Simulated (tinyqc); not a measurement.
Capacitance measurement on a leaky thin oxide: effects of series resistance and leakage: one step of the calculation.

The device is a capacitance C in parallel with a leakage conductance G, in series with Rs and Ls. An impedance meter reports either a parallel pair (Cp, Gp) from Y = 1/Z = Gp + i w Cp or a series pair (Cs, Rm) from Z = Rm + 1/(i w Cs); w = 2 pi f, dissipation D = Gp/(w |Cp|).

Task. True capacitance and conductance. EOT = 3.9 tox/eox; CET = EOT + zc + zp; C = 3.9 eps0 A/CET; G = Jg A/Vs.

Inputs (values chosen for the exercise); values of the order met in thin-oxide MOS capacitors:

| symbol | value | unit | meaning |
|---|---|---|---|
| eox | 3.9 |  | relative permittivity of the gate insulator (close to silicon dioxide) |
| tox | 1.7 | nm | insulator thickness |
| A | 400 | um^2 | gate area |
| zc | 0.39 | nm | oxide-equivalent thickness added by the accumulation layer |
| zp | 0 | nm | oxide-equivalent thickness added by gate depletion |
| Jg | 0.00051 | A/cm^2 | gate leakage current density, not matched to the thickness |
| Vs | 0.16 | V | voltage for an e-fold rise of the leakage |

Constants: eps0 = 8.8541878128e-14 F/cm where lengths are in cm. Results are converted to the units shown.

Wanted: EOT; CET; C; G.

Result.

EOT = 1.7000 nm
CET = 2.0900 nm
C = 6.6089 pF
G = 0.012750 uS

Numbers from tinyqc (`OMP_NUM_THREADS=1 python tinyqc.py 2022012 2022013 out.jsonl`; about 0.01 s on one thread of a shared Intel Xeon 2.30GHz).
